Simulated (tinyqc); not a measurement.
Double-gate transistor, scale length and short-channel effects: one step of the calculation.

A body of thickness ts between two insulators of thickness ti and two tied gates. Below threshold the potential that source and drain add obeys Laplace's equation and vanishes on the gate. Its lowest mode decays along the channel as exp(-k y); k is the smallest positive root of the matching condition at the interface, and the scale length is Lambda = pi/k.

Question. Scan of the matching condition. f(k) = ei cos(k ti) cos(k ts/2) - eps_r sin(k ti) sin(k ts/2).

Values chosen for this exercise; permittivities: semiconductor made up, insulator close to that of aluminium oxide: relative permittivity of the semiconductor eps_r = 9.74; relative permittivity of the insulator ei = 9.15; insulator thickness ti = 3.7 nm; body thickness ts = 9.8 nm.

k, point 0 to 7 (1/nm): 0.02875  0.0575  0.08625  0.115  0.14375  0.1725  0.20125  0.23

Give: f(k).

Answer.

f(k), point 0 to 7: 8.8629  8.0192  6.6703  4.8981  2.8106  0.5348  -1.7908  -4.0245

The first change of sign lies between k = 0.1725 and 0.20125 1/nm.

tinyqc, about 0.01 s, one thread, Intel Xeon 2.30GHz (shared host): `OMP_NUM_THREADS=1 python tinyqc.py 2420042 2420043 out.jsonl`
